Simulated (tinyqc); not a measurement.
Mobility of a non-polar semiconductor in the relaxation-time approximation: one step, computed by the program tinyqc.

Each valley is treated as a sphere of mass m_d for states and rates, with one isotropic relaxation time; the conductivity mass m_c sets the current.

Question. Fermi level and screening. Parabolic band: E = hbar^2 k^2/(2 m), speed v = hbar k/m, states per spin, volume and energy g(E) = m k/(2 pi^2 hbar^2). Here m = m_d. Masses are multiplied by m_0 and all formulas are in SI units. The reduced Fermi level eta = E_F/(k_B T) solves n = 2 Z int g f dE with f = 1/(1 + exp(x - eta)) (Z = 1 unless valleys are given); screening length L_s = sqrt(eps_s eps_0 k_B T/(e^2 dn/deta)), dn/deta = 2 Z int g f (1 - f) dE. Integrals over x = E/(k_B T) use 160 Gauss-Legendre points in u = sqrt(x) from 0 to sqrt(max(eta, 0) + 32).

Inputs (values chosen for the exercise, for a model non-polar semiconductor):
```
quantity                   value    unit
equivalent valleys Z           4       -
static permittivity eps_s   6.97       -
carrier density n          5e+17  1/cm^3
temperature T                300       K
```

Band: parabolic. Impurity formula: Conwell-Weisskopf. Further scattering: none.

density-of-states mass m_d = 0.1674211 m_0

Constants: k_B = 8.617333262e-05 eV/K; m_0 = 9.1093837015e-31 kg; e = 1.602176634e-19 C; hbar = 1.054571817e-34 J s; eps_0 = 8.8541878128e-12 F/m; k_B = 1.380649e-23 J/K.

Give: reduced Fermi level eta; screening length L_s.

Answer.

reduced Fermi level eta = -2.596

screening length L_s = 4.520 nm

The gas is non-degenerate (eta < -2), and L_s is close to the Debye length.
